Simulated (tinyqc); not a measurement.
Comparisons within one model: two-band k.p model of the Delta valleys near the X point under shear strain. A value that a table varies takes the place of the one given here.

Valley pair on the [001] axis, kz counted from the X point, c = hbar^2/2m0, k0 = kx0 2 pi/a. H = (c kz^2/ml + c (kx^2 + ky^2)/mt + c k0^2/ml) 1 + (2 c k0 kz/ml) sigma_z + (D exy - 2 c kx ky/Mp) sigma_x, so E = c kz^2/ml + c (kx^2 + ky^2)/mt + c k0^2/ml -/+ sqrt((2 c k0 kz/ml)^2 + (D exy - 2 c kx ky/Mp)^2). Without strain the lower band has its minima, E = 0, at kz = +/- k0. Shifts from diagonal strain are left out.

For |eta| < 1: k_min = k0 sqrt(1 - eta^2), E_min = -Delta eta^2/2, ml(eta) = ml/(1 - eta^2), 1/m[110] = 1/mt + eta/Mp, 1/m[1-10] = 1/mt - eta/Mp. For |eta| > 1 the minimum sits at X: E_min = -Delta (2 |eta| - 1)/2, ml(eta) = ml/(1 - 1/|eta|), and eta is replaced by its sign in the transverse masses. Here Delta = 2 c k0^2/ml and eta = D exy/Delta.

s11 = (C11 + C12)/((C11 - C12)(C11 + 2 C12)), s12 = -C12/((C11 - C12)(C11 + 2 C12)), s44 = 1/C44; exx = s11 sxx + s12 (syy + szz) and cyclic, exy = s44 sxy/2; tension is positive. A uniaxial stress X along the unit vector n is s_ij = X n_i n_j.

Constants: hbar^2/2m0 = 3.80998211 eV angstrom^2; kB = 8.617333262e-05 eV/K.

Inputs chosen for the exercise (near those of Si; shifted at random, so the results belong to these values and not to a real crystal): a = 5.433 angstrom (lattice constant); ml = 0.914 m0 (longitudinal mass); mt = 0.203 m0 (transverse mass); kx0 = 0.144 2 pi/a (distance of the minimum from X); D = 14.9 eV (shear deformation potential); Mp = 0.227 m0 (coupling mass); C11 = 168.2 GPa; C12 = 63.4 GPa; C44 = 80.7 GPa; Xu = 9.45 eV (uniaxial potential); T = 400 K (temperature); exy = 0.029 (shear strain).

## Sweep of the shear strain

Delta = 2 c k0^2/ml, eta = D exy/Delta.

The minimum:
```
exy       eta  k_min/k0  E_min (meV)  ml(eta)  m[110]  m[1-10]  density-of-states mass
0.0000  0.000     1.000          0.0    0.914  0.2030   0.2030                   0.335
0.0016  0.103     0.995         -1.2    0.924  0.1859   0.2236                   0.337
0.0039  0.251     0.968         -7.3    0.976  0.1657   0.2619                   0.349
0.0078  0.503     0.864        -29.2    1.223  0.1400   0.3688                   0.398
0.0116  0.748     0.664        -64.6    2.072  0.1217   0.6124                   0.536
0.0140  0.902     0.431        -94.1    4.913  0.1124   1.0508                   0.834
0.0186  1.199     0.000       -161.5    5.515  0.1072   1.9200                   1.043
0.0248  1.598     0.000       -253.9    2.442  0.1072   1.9200                   0.795
```

What can be read from the table?

The valleys reach X at eta = 1, that is exy = 0.0155. The shift is quadratic up to eta = 1 (-7.3 meV at eta = 0.25, -29.2 meV at 0.50) and linear beyond, while 1/m[110] rises linearly, taking m[110] from 0.203 to its floor 0.1072, a gain of 89 % in 1/m. ml(eta) diverges at eta = 1; the largest value listed is 5.52. A deformation-potential model with fixed masses misses all of this.

## Tension along [110]: repopulation and mass change

The z valleys move against the x and y valleys by Xu (ezz - exx) and, through the shear, by E_min. Share of the z valleys n = w/(w + 2 exp(dE/kT)), dE the total relative shift, w = sqrt(ml(eta) m[110] m[1-10]/(ml mt^2)). Along [110]: 1/m_c = n/m[110] + (1 - n)(1/ml + 1/mt)/2. Fixed masses means E_min = 0, w = 1, m[110] = mt. Gains are against 3/(1/ml + 2/mt) at a fixed scattering time.

Results:
```
X (GPa)  Xu (ezz - exx) (meV)  E_min (meV)  m[110]  m_c fixed masses  m_c with shear  gain fixed (%)  gain with shear (%)
0.00                      0.0          0.0  0.2030            0.2741          0.2741             0.0                  0.0
0.25                    -11.3         -0.3  0.1943            0.2635          0.2571             4.0                  6.6
0.50                    -22.5         -1.2  0.1864            0.2532          0.2387             8.2                 14.8
1.00                    -45.1         -4.6  0.1722            0.2351          0.2028            16.6                 35.1
1.50                    -67.6        -10.4  0.1601            0.2219          0.1747            23.5                 56.9
2.00                    -90.2        -18.4  0.1496            0.2136          0.1554            28.3                 76.3
3.00                   -135.3        -41.5  0.1322            0.2060          0.1328            33.0                106.3
```

How do the results move?

At 1 GPa repopulation alone gives 16.6 % and the shear terms raise it to 35.1 %. From 2 to 3 GPa the fixed-mass gain grows by 4.7 points, towards its ceiling of 35.0 % when all electrons sit in the z valleys, whereas the gain with shear grows by 30.0 points because m[110] keeps falling.

## What each parameter does

Delta = 2 c k0^2/ml, eta = D exy/Delta. Each row changes one parameter from the base and keeps the others.

Results:
```
case                     eta  E_min (meV)  ml(eta) (m0)  m[110] (m0)  m[1-10] (m0)
base                  1.8688      -316.49        1.9660       0.1072        1.9200
ml = 0.97798 m0       1.9997      -324.06        1.9563       0.1072        1.9200
mt = 0.21721 m0       1.8688      -316.49        1.9660       0.1110        5.0364
kx0 = 0.13392 2 pi/a  2.1608      -332.11        1.7014       0.1072        1.9200
D = 15.943 eV         1.9997      -346.74        1.8283       0.1072        1.9200
Mp = 0.21111 m0       1.8688      -316.49        1.9660       0.1035        5.2843
exy = 0.03103         1.9997      -346.74        1.8283       0.1072        1.9200
```

What can be read from the table?

The largest shifts from the base row, up to three for each result and ties (the steps differ in size, so this ranks the rows, not the parameters). eta: kx0 +0.2919, ml +0.1308, D +0.1308, exy +0.1308; unchanged at the printed digits by mt and Mp. E_min (meV): D -30.25, exy -30.25, kx0 -15.62; unchanged at the printed digits by mt and Mp. ml(eta) (m0): kx0 -0.2646, D -0.1377, exy -0.1377; unchanged at the printed digits by mt and Mp. m[110] (m0): mt +0.0038, Mp -0.0037; unchanged at the printed digits by ml, kx0, D and exy. m[1-10] (m0): Mp +3.3642, mt +3.1164; unchanged at the printed digits by ml, kx0, D and exy.

tinyqc: `OMP_NUM_THREADS=1 python tinyqc.py 1050551 1050552 out.jsonl`; about 0.01 s, one thread, shared Intel(R) Xeon(R) Processor @ 2.30GHz.
